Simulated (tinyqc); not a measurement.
p-i-n junction, non-linear Poisson equation by Newton steps: one step of the calculation.

One dimension, p side on the left, n side on the right; net doping C = -Na for x < 0, 0 for 0 < x < Li and +Nd beyond. The potential psi is counted from the intrinsic level, and the quasi-Fermi potentials are flat: 0 for holes and -V for electrons, so n = ni exp((psi + V)/Vt) and p = ni exp(-psi/Vt) (Boltzmann statistics, full ionisation, no current).

Question. Densities, residual and Jacobian diagonal. n_i = ni exp((psi_i + V)/Vt), p_i = ni exp(-psi_i/Vt), rho_i = p_i - n_i + C_i, g_i = (n_i + p_i)/Vt. Box widths w_i = (h_(i-1) + h_i)/2 in cm. Residual F_i = a_i (psi_(i+1) - psi_i) - a_(i-1) (psi_i - psi_(i-1)) + q rho_i w_i; Jacobian: a_(i-1) and a_i beside the diagonal, b_i = -a_(i-1) - a_i - q g_i w_i on it. The two end nodes are fixed.

Inputs (values chosen for the exercise):

| symbol | value | unit | meaning |
|---|---|---|---|
| T | 300 | K | temperature |
| V | 0 | V | bias of the p side against the n side |

Constants: q = 1.602176634e-19 C, kB = 1.380649e-23 J/K, Vt = kB T/q. Results are converted to the units shown.

x, node 0 to 14 (nm): [-206, -144, -92.1, -49.6, -14.5, 14.5, 48.4, 88.2, 135, 189, 253, 327, 415, 517, 637]
coupling a_i, interval 0 to 13 (F/cm^2): [1.6994328e-7, 2.0301510e-7, 2.4791726e-7, 3.0018472e-7, 3.6332702e-7, 3.1081072e-7, 2.6473577e-7, 2.2513854e-7, 1.9512006e-7, 1.6463255e-7, 1.4238491e-7, 1.1973277e-7, 1.0329886e-7, 8.7804029e-8]
psi after iteration 1, node 0 to 14 (V): [-0.41072836, -0.37240874, -0.34332271, -0.30783142, -0.26777306, -0.22689090, -0.17913795, -0.12308005, -0.05716139, 0.01889987, 0.10904702, 0.19648704, 0.27704057, 0.33901203, 0.38610024]
net doping C, node 0 to 14 (cm^-3): [-7e16, -7e16, -7e16, -7e16, -7e16, 0, 0, 0, 0, 0, 2.7e16, 2.7e16, 2.7e16, 2.7e16, 2.7e16]
ni = 8.8138416e9 cm^-3

Find: n; p; residual F; diagonal b.

Answer.

n, node 0 to 14 (cm^-3): [1110, 4886, 1.505e4, 5.941e4, 2.798e5, 1.360e6, 8.625e6, 7.542e7, 9.658e8, 1.831e10, 5.985e11, 1.762e13, 3.974e14, 4.368e15, 2.700e16]
p, node 0 to 14 (cm^-3): [7.000e16, 1.590e16, 5.161e15, 1.308e15, 2.777e14, 5.712e13, 9.006e12, 1.030e12, 8.043e10, 4.243e9, 1.298e8, 4.409e6, 1.955e5, 1.778e4, 2877]
residual F, node 1 to 13 (in units of 1e-8 C/cm^2): [-4.997, -4.614, -3.948, -3.297, 0.002, 0.000, 0.000, 0.000, 0.000, 2.746, 3.221, 3.725, 3.798]
diagonal b, node 1 to 13 (F/cm^2): [-9.341e-7, -6.019e-7, -5.795e-7, -6.690e-7, -6.753e-7, -5.758e-7, -4.899e-7, -4.203e-7, -3.598e-7, -3.070e-7, -2.630e-7, -2.464e-7, -4.916e-7]

Numbers from tinyqc (`OMP_NUM_THREADS=1 python tinyqc.py 2000069 2000070 out.jsonl`; about 0.04 s on one thread of a shared Intel Xeon 2.30GHz).
